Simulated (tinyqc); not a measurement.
Valley splitting of a silicon quantum well in envelope theory: sweeps and comparisons. A value that a table varies takes the place of the one given here.

The well lies at 0 < z < L; U(z) = V0 [1/(1 + exp(z/w)) + 1/(1 + exp((L - z)/w))] - e F z, 1 mV/nm = 1e-4 eV/angstrom. The envelope psi solves -(c/ml) psi'' + U psi = E psi, c = hbar^2/2m0, by three-point differences on a grid of 0.1 angstrom from -40 to L + 40 angstrom. The two valleys at +/- k0 couple through D = C0 times the integral of exp(-i q z) U(z) psi^2, q = 2 k0 (2 pi/a), and split by Ev = 2|D|.

Random alloy: with Y(z) = Yw + (Yb - Yw) B(z), B the bracket in U, and in-plane density exp(-r^2/ad^2)/(pi ad^2), D gains a random complex part of variance sigma^2 = (C0^2/pi)(a^2 V0/(8 ad (Yb - Yw)))^2 (4/a) times the integral of psi^4 Y (1 - Y). Alone it gives a mean splitting sqrt(pi) sigma; together with the smooth part the rms splitting is 2 sqrt(|D|^2 + sigma^2).

Constants: hbar^2/2m0 = 3.80998211 eV angstrom^2.

Inputs chosen for the exercise (near those of a strained Si well in SiGe; the results hold for these values, not for the real material):
- L = 64 angstrom (well width)
- V0 = 0.19 eV (conduction offset)
- ml = 0.927 m0 (mass along z)
- F = 5.9 mV/nm (field pressing towards the upper interface)
- k0 = 0.835 2 pi/a (valley position)
- a = 5.431 angstrom (lattice constant)
- C0 = 0.284 (Bloch overlap factor)
- Yb = 0.3 (Ge share of the barrier)
- Yw = 0 (Ge share of the well)
- ad = 160 angstrom (dot radius)
- ws = (0.3, 0.5, 0.9, 1.3, 1.8, 3.1, 4.4) angstrom (interface widths)
- Ls = (64, 65.4, 66.7, 68.1, 69.4, 70.8, 72.1, 73.5) angstrom (widths in steps of one atomic layer, a/4, rounded to the grid)
- F2 = 0 mV/nm (second field, zero or weak)
- w1 = 0.6 angstrom (interface width for this table)
- w = 1.2 angstrom (interface width parameter)

## Sharpness of the interface

The smooth part 2|D| and the disorder part against w, beside y/sinh(y) with y = pi q w. The 12 to 88 % width of the step is 4w.

Results:

| w (angstrom) | 4w (angstrom) | 2\|D\| (micro-eV) | y/sinh(y) | sqrt(pi) sigma (micro-eV) |
|---|---|---|---|---|
| 0.3 | 1.2 | 117.47 | 0.61 | 6.6 |
| 0.5 | 2.0 | 57.51 | 0.29 | 7.1 |
| 0.9 | 3.6 | 9.07 | 0.046 | 8.6 |
| 1.3 | 5.2 | 1.13 | 0.0059 | 10.5 |
| 1.8 | 7.2 | 0.08 | 0.00039 | 13.3 |
| 3.1 | 12.4 | 0.00 | 2.5e-07 | 22.1 |
| 4.4 | 17.6 | 0.00 | 1.3e-10 | 33.1 |

The smooth part needs a Fourier component of U psi^2 at a wavelength of 3.25 angstrom; from the first row to the third it falls by a factor 12.9, while y/sinh(y) falls by 13.1 (the envelope near the step and the phase between the two interfaces change too). The disorder part goes from 6.6 to 33.1 micro-eV, growing as the electron overlaps more alloy. It takes over between w = 0.9 and 1.3 angstrom, that is a step 3.6 to 5.2 angstrom wide, with 1.36 angstrom to an atomic layer.

## Adding atomic layers

The smooth splitting Ev = 2|D| with w = w1, at the field F2 and at F.

Results:

| L (angstrom) | q L mod 2 pi | Ev at F2 (micro-eV) | Ev at F (micro-eV) |
|---|---|---|---|
| 64.0 | 4.27 | 22.8 | 37.6 |
| 65.4 | 0.69 | 9.02 | 34.1 |
| 66.7 | 3.20 | 15.5 | 35.2 |
| 68.1 | 5.91 | 16.2 | 35.2 |
| 69.4 | 2.14 | 5.53 | 33.6 |
| 70.8 | 4.84 | 17.8 | 35.3 |
| 72.1 | 1.07 | 3.97 | 33.5 |
| 73.5 | 3.78 | 14.5 | 34.5 |

At F2 the splitting swings between 3.97 and 22.8 micro-eV, a ratio of 5.75, as the two interfaces add with the phase q L, which advances on average by 2.62 rad a layer. At F the ratio is 1.12, where in the first row psi^2 at the upper interface is 16.1 times that at the lower one: one interface dominates and the interference fades.

## What each parameter does

Orbital spacing, psi^2 at z = L, the smooth splitting and sigma; V0 is held fixed when Yw changes. Each row changes one parameter from the base and keeps the others.

Results:

| case | E2 - E1 (meV) | psi^2(L) (1e-3/angstrom) | 2\|D\| (micro-eV) | sigma (micro-eV) |
|---|---|---|---|---|
| base | 26.28 | 2.799 | 1.92 | 5.7 |
| ad = 200 angstrom | 26.28 | 2.799 | 1.92 | 4.5 |
| Yw = 0.03 | 26.28 | 2.799 | 1.92 | 58.2 |
| L = 70 angstrom | 23.82 | 2.695 | 1.83 | 5.4 |
| V0 = 0.237 eV | 26.95 | 2.163 | 1.89 | 5.8 |
| w = 0.84 angstrom | 25.96 | 3.015 | 12.22 | 4.7 |
| F = 8.85 mV/nm | 29.38 | 4.036 | 2.82 | 8.0 |
| k0 = 0.815 2 pi/a | 26.28 | 2.799 | 2.38 | 5.7 |
| C0 = 0.341 | 26.28 | 2.799 | 2.31 | 6.8 |

The largest shifts from the base row, up to three for each result and ties (the steps differ in size, so this ranks the rows, not the parameters). E2 - E1 (meV): F +3.10, L -2.46, V0 +0.67; unchanged at the printed digits by ad, Yw, k0 and C0. psi^2(L) (1e-3/angstrom): F +1.237, V0 -0.636, w +0.216; unchanged at the printed digits by ad, Yw, k0 and C0. 2|D| (micro-eV): w +10.30, F +0.90, k0 +0.45; unchanged at the printed digits by ad and Yw. sigma (micro-eV): Yw +52.5, F +2.3, C0 +1.1, ad -1.1; unchanged at the printed digits by k0.

Program tinyqc; command `OMP_NUM_THREADS=1 python tinyqc.py 1251575 1251576 out.jsonl`; about 0.09 s on one thread of a shared Intel(R) Xeon(R) Processor @ 2.30GHz.
